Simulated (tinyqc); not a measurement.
# MOS inversion layer, Poisson-Schroedinger loop: mixing schemes compared

Electrons confined at an insulator interface at z = 0, treated as a hard wall; parabolic valleys, Hartree approximation, no image or exchange terms. The depletion charge lies far deeper than the electrons and gives a uniform field q Nd/(eps0 eps_r); the gate balances all charge. Energies are counted from the band edge at the interface.

V0 = q Nd z/(eps0 eps_r) in eV.

Tridiagonal Hamiltonian with psi = 0 one step beyond both ends: H_ii = C (1/m_(i-1/2) + 1/m_(i+1/2))/hz^2 + V0_i + U_i, H_(i,i+1) = -C/(m_(i+1/2) hz^2), C = hbar^2/(2 m0). The lowest 2 level(s) are kept, normalised to hz sum |psi|^2 = 1. The mass is the same on all intervals.

Level k holds N_k = D_k Vt ln(1 + exp((EF - E_k)/Vt)) with D = md1 m0 q/(pi hbar^2) per eV (spin included); EF is fixed by sum N_k = Ns.

n_i = sum_k N_k |psi_k|^2 (converted to cm^-3). Hartree part by Gauss: on the interval before node i the electrons still beyond are S_i = Ns - hz sum_(j<i) n_j, and U_i = U_(i-1) + q S_i hz/(eps0 eps_r) in eV, U_0 = 0 at the interface. Mixing: U(new) = U + a (U(out) - U).

Rounds from U = 0 until the largest |U(out) - U| is below 1e-7 eV (the round that meets it is counted). Anderson mixing of depth m keeps the last m inputs V and residuals F = V(out) - V(in), fits c by least squares to F = dF c over their successive differences dF, dV, and sets V(new) = V + a F - (dV + a dF) c.

Parameters, values chosen for the exercise; masses and permittivity close to those of In0.53Ga0.47As:
- T = 77 K (temperature)
- eps_r = 13.8 (relative permittivity)
- mz1 = 0.0411 m0 (mass along z of valley set A (1 valley(s)))
- md1 = 0.0409 m0 (in-plane density-of-states mass of set A)
- Ns = 4e11 cm^-2 (sheet density of electrons)
- Nd = 2.1e11 cm^-2 (sheet density of depletion charge)
- hz = 2.7 nm (mesh step)

Constants: q = 1.602176634e-19 C, kB = 1.380649e-23 J/K, hbar = 1.054571817e-34 J s, m0 = 9.1093837015e-31 kg, Vt = kB T/q, eps0 = 8.8541878128e-14 F/cm where lengths are in cm, hbar^2/(2 m0) = 0.0380998212 eV nm^2. Results are converted to the units shown.

| node | z (nm) |
|---|---|
| 1 | 2.7 |
| 2 | 5.4 |
| 3 | 8.1 |
| 4 | 10.8 |
| 5 | 13.5 |
| 6 | 16.2 |
| 7 | 18.9 |
| 8 | 21.6 |
| 9 | 24.3 |
| 10 | 27 |
| 11 | 29.7 |
| 12 | 32.4 |
| 13 | 35.1 |
| 14 | 37.8 |
| 15 | 40.5 |
| 16 | 43.2 |
| 17 | 45.9 |

Rounds needed:

| a | depth m | rounds |
|---|---|---|
| 1 | plain | 13 |
| 0.8 | plain | 9 |
| 0.6 | plain | 15 |
| 0.4 | plain | 26 |
| 0.2 | plain | 57 |
| 0.1 | plain | 120 |
| 0.5 | 2 | 11 |
| 0.5 | 4 | 7 |
| 0.5 | 8 | 8 |

What does the comparison show?

Among the plain runs a = 0.8 is fastest, with 9 rounds; larger factors overshoot and smaller ones creep. Anderson mixing needs 7 to 11 rounds.

tinyqc, about 0.5 s, one thread, Intel Xeon 2.30GHz (shared host): `OMP_NUM_THREADS=1 python tinyqc.py 2160162 2160163 out.jsonl`
